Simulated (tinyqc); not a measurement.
Inside a calculation: temperature and isotope dependence of a band gap in oscillator models. Values are carried at full precision from step to step, so a last printed digit may differ when a step is redone from the rounded ones.

E(T) = E0 - sum_i sl_i th_i n_i(T), n = 1/(exp(th/T) - 1). The same coupling lowers the gap at 0 K by the zero-point term ZP = sum_i sl_i th_i/2, so the gap of the static lattice is E0 + ZP. Thermal expansion is taken as part of the slopes.

Inputs chosen for the exercise (near those of SiC; not measured data): E0 = 3.252 eV (gap at 0 K); th = (305, 937) K (temperatures of two oscillators); sl = (0.1267, 0.4243) meV/K (their high-temperature slopes); T = 300 K (temperature); M = 20.03 u (mean atomic mass); dM = 0.88 u (change of the mean mass (not bounded by the natural isotopes)); T12 = (710, 1520) K (temperatures of the fits).

## The gap at T

Give the occupations, the two terms, the gap, ZP and the static gap.

n_i: 0.56690  0.04604

terms (meV): 21.907  18.303

E(T) = 3.2118 eV
ZP = 218.11 meV
static gap = 3.4701 eV

The thermal fall, 40.2 meV, is smaller than the zero-point term, 218.1 meV; the soft oscillator supplies 54 % of the fall but 9 % of ZP. A calculation with clamped ions should be compared with the static gap.

## Slope and asymptote

dE/dT = -sum sl_i (th_i/T)^2 n_i (1 + n_i). At high T, n -> T/th - 1/2, so E -> E0 + ZP - (sum sl_i) T. Give the slope, its ratio to the limit, and the value at 0 K of the tangent drawn at T.

dE/dT = -0.3157 meV/K
ratio to the limiting slope = 0.5729
intercept of the tangent = 3.3065 eV
intercept - E0 = 54.49 meV

The tangent recovers 25 % of ZP: the extrapolation works only from T well above the higher oscillator (937 K).

## Isotope effect

With M -> M + dM the oscillator temperatures scale as M^(-1/2) and the slopes stay. Give th, ZP, E0 (static gap fixed) and E(T) for the new mass, and the linear rule dE0 = ZP dM/(2 M).

th (K): 298.51  917.07

ZP = 213.467 meV
shift of E0 = 4.639 meV
linear rule = 4.791 meV
shift of E(T) = 3.459 meV

The heavier crystal has the wider gap. At 300 K 75 % of the shift at 0 K is left; it fades at high T, where the motion is classical and the mean-square amplitude no longer depends on mass.

## Two common fits

Two-parameter forms are made to pass through the falls at the two temperatures T12: Varshni aV T^2/(T + bV), from the line T^2/fall = (T + bV)/aV; one oscillator s1 t1/(exp(t1/T) - 1), with t1 from the ratio of the falls.

Give the falls and the parameters.

falls (meV): 216.9874  640.3546

aV = 0.6304 meV/K
bV = 755 K
t1 = 757.6 K
s1 = 0.5461 meV/K
ZP of the one-oscillator fit = 206.9 meV

The limiting slope of the model is 0.5510 meV/K; Varshni puts it +14 % off and one oscillator -1 %. The ZP of the fit differs from the true one by -11.2 meV.

## Checks

- Slope by finite differences against the formula (meV/K): both 0.31565.
- Fall at 20 times the higher oscillator temperature against the asymptote (meV): 10109 against 10108.

(tinyqc, `OMP_NUM_THREADS=1 python tinyqc.py 1850863 1850864 out.jsonl`, Intel(R) Xeon(R) Processor @ 2.30GHz, 1 thread, shared host, about 0.01 s.)
